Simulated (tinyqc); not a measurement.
## Magnetoresistance against angle

Conductance G = G0 (1 + P1 P2 cos(phi)) at low bias, phi the angle between the magnetisations, normalised to Rp = RA/area at phi = 0.

Inputs (values chosen for the exercise):

| symbol | value | unit | meaning |
|---|---|---|---|
| Dm | 23 | nm | diameter |
| P1 | 0.68 |  | spin polarisation of the reference layer |
| P2 | 0.74 |  | spin polarisation of the free layer |
| RA | 3.3 | ohm um^2 | resistance-area product, parallel state |

Results:
```
phi (degree)  R (kohm)  R/Rp - 1 (%)  share of the full TMR (%)
0                7.943             0                          0
20               8.106         2.060                      1.017
45               8.806         10.87                      5.366
90               11.94         50.32                      24.84
110              14.42         81.57                      40.27
135              18.53         133.3                      65.83
160              22.65         185.2                      91.40
180              24.03         202.6                      100.0
```

Estimate the missing row, phi = 70 degree.

Computed row:
```
phi (degree)  R (kohm)  R/Rp - 1 (%)  share of the full TMR (%)
70               10.19         28.25                      13.94
```

With this row back in the table: R rises from 7.94 to 24.0 kohm, TMR0 = 203 %. It is the conductance that follows cos(phi), so at 90 degrees R has covered only (1 - P1 P2)/2 = 24.8 % of its range.

Program tinyqc, `OMP_NUM_THREADS=1 python tinyqc.py 2450133 2450134 out.jsonl`; Intel Xeon 2.30GHz, shared host, one thread, about 0.01 s.
